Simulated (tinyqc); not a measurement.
Strain-driven roughening and islands of a mismatched epitaxial film. Inputs raised by 5 %, one at a time. Computed by tinyqc, a small Python program. Command: `OMP_NUM_THREADS=1 python tinyqc.py 3011464 3011465 out.jsonl island sens`. One thread of a shared host (Intel(R) Xeon(R) Processor @ 2.30GHz), about 0.01 s of CPU time with the checks.

Film and substrate share isotropic elastic constants; the film is coherent and biaxially strained.

Inputs (values chosen for the exercise, modelled on InAs on InP):
```
quantity                                     value     unit
misfit |f|                                  0.0312        -
shear modulus G                               31.1      GPa
Poisson ratio nu                              0.28        -
surface energy gamma                         0.671    J/m^2
contact angle of the shallow shape theta_1    11.9  degrees
contact angle of the steep shape theta_2      26.1  degrees
facet energy of shape 1 over gamma           1.009        -
facet energy of shape 2 over gamma            1.04        -
wetting energy gamma_s - gamma                0.42    J/m^2
decay length of wetting delta                  0.5       nm
island volume V                                150     nm^3
```

Constants: e = 1.602176634e-19 C.

Method:
- M = 2 G (1 + nu)/(1 - nu); stress = M f; energy density w = M f^2.
- The surface energy depends on thickness as gamma + (gamma_s - gamma) exp(-h/delta). Its curvature adds W2 = (gamma_s - gamma) exp(-h/delta)/delta^2 to the restoring terms; the flat film is stable while W2 > (1 + nu)^2 w^2/gamma, which gives h_c = delta ln[(gamma_s - gamma) gamma/(delta^2 (1 + nu)^2 w^2)], or 0 if negative.
- Shallow faceted island (Tersoff form): E = 4 Gam V^(2/3) tan^(1/3)(theta) - 6 c V tan(theta), Gam = gamma [x/sin(theta) - 1/tan(theta)], x the facet energy over gamma, c = stress^2 (1 - nu)/(2 pi G).
- The barrier is the maximum of E, at V_c = [4 Gam/(9 c)]^3 / tan^2(theta) (1 GPa nm = 1 J/m^2).
- The two energies cross at V_x^(1/3) = 4 [Gam_2 t2^(1/3) - Gam_1 t1^(1/3)]/(6 c (t2 - t1)), t = tan(theta); mu = dE/dV.

Runs; columns: (1) input moved; (2) from; (3) to; (4) wetting-layer thickness h_c (nm); (5) critical volume, shape 1 (nm^3); (6) crossing volume V_x (nm^3); (7) barrier, shape 2 (eV):
```
(1)                                                      (2)      (3)     (4)     (5)     (6)     (7)
base run                                                   -        -  2.0420  22.891  224.75  17.713
misfit |f|                                            0.0312  0.03276  1.9444  17.082  167.71  14.572
surface energy gamma (J/m^2)                           0.671  0.70455  2.0664  26.499  260.18  20.505
contact angle of the shallow shape theta_1 (degrees)    11.9   12.495  2.0420  22.075  237.87  17.713
contact angle of the steep shape theta_2 (degrees)      26.1   27.405  2.0420  22.891  204.31  18.015
wetting energy gamma_s - gamma (J/m^2)                  0.42    0.441  2.0664  22.891  224.75  17.713
decay length of wetting delta (nm)                       0.5    0.525  2.0929  22.891  224.75  17.713
facet energy of shape 2 over gamma                      1.04    1.092  2.0420  22.891  853.17  45.175
```

Exponents ln(y'/y) / ln(x'/x):
```
input                                       wetting-layer thickness h_c  critical volume, shape 1  crossing volume V_x  barrier, shape 2
misfit |f|                                                       -1.004                    -6.000               -6.000            -4.000
surface energy gamma                                              0.243                     3.000                3.000             3.000
contact angle of the shallow shape theta_1                        0.000                    -0.744                1.163             0.000
contact angle of the steep shape theta_2                          0.000                     0.000               -1.954             0.347
wetting energy gamma_s - gamma                                    0.243                     0.000                0.000             0.000
decay length of wetting delta                                     0.504                     0.000                0.000             0.000
facet energy of shape 2 over gamma                                0.000                     0.000               27.341            19.189
```

Which inputs matter most for each result?

Among the inputs moved here: wetting-layer thickness h_c answers most in size to misfit |f| (exponent -1.004), next to decay length of wetting delta (+0.504); its exponent is below 0.0005 for contact angle of the shallow shape theta_1, contact angle of the steep shape theta_2, facet energy of shape 2 over gamma. Critical volume, shape 1 answers most in size to misfit |f| (exponent -6.000), next to surface energy gamma (+3.000); its exponent is below 0.0005 for contact angle of the steep shape theta_2, wetting energy gamma_s - gamma, decay length of wetting delta, facet energy of shape 2 over gamma. Its exponent -6.000 in misfit |f|: (Gam/c)^3. Crossing volume V_x answers most in size to facet energy of shape 2 over gamma (exponent +27.341), next to misfit |f| (-6.000); its exponent is below 0.0005 for wetting energy gamma_s - gamma, decay length of wetting delta. Its exponent -6.000 in misfit |f|: (Gam/c)^3. barrier, shape 2 answers most in size to facet energy of shape 2 over gamma (exponent +19.189), next to misfit |f| (-4.000); its exponent is below 0.0005 for contact angle of the shallow shape theta_1, wetting energy gamma_s - gamma, decay length of wetting delta.

Caution (all rows): the shallow-slope form overstates the relaxation of facets steeper than about 25 degrees.
